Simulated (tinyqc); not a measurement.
Carrier lifetime of a p-type layer with SRH, radiative, Auger and surface recombination: one step of the calculation.

Uniform excess density dn = dp (no trapping), n = n0 + dn, p = p0 + dn, Boltzmann statistics, full ionisation. Surfaces enter as a rate 2 S dn/d, which holds while diffusion to them is fast.

Problem. Lifetime, shares and quasi-Fermi splitting. With e = n p - ni^2 = dn (n0 + p0 + dn): U_SRH = e/(tp0 (n + n1) + tn0 (p + p1)), U_rad = B e, U_Aug = (Cn n + Cp p) e, U_s = 2 S dn/d. tau = dn/U, shares of U, splitting Vt ln(n p/ni^2), radiative efficiency U_rad/U.

Values chosen for this exercise; band and dielectric values close to those of silicon: temperature T = 250 K; radiative coefficient B = 4.79e-15 cm^3/s; Auger coefficient (two electrons) Cn = 2.8e-31 cm^6/s; Auger coefficient (two holes) Cp = 1.2e-31 cm^6/s; surface recombination velocity (both faces) S = 0 cm/s; sample thickness d = 10 um.

Constants: q = 1.602176634e-19 C, kB = 1.380649e-23 J/K, Vt = kB T/q. Results are converted to the units shown.

converged dn = 1.0934186e15 cm^-3
ni = 1.3541279e8 cm^-3
n0 = 0.023508491 cm^-3
p0 = 7.8e17 cm^-3
n1 = 3.0640494e13 cm^-3
p1 = 598.44410 cm^-3
tn0 = 2.3148148e-5 s
tp0 = 5.7870370e-4 s

Find: tau; shares; quasi-Fermi splitting.

Solution.

tau = 8.4109e-6 s
shares (%): SRH 35.073, radiative 3.147, Auger 61.780, surface 0.000
quasi-Fermi splitting = 0.82683 V

Auger recombination takes the largest share. dn is 0.0014 times the doping: low injection.

Numbers from tinyqc (`OMP_NUM_THREADS=1 python tinyqc.py 2300019 2300020 out.jsonl`; about 0.01 s on one thread of a shared Intel Xeon 2.30GHz).
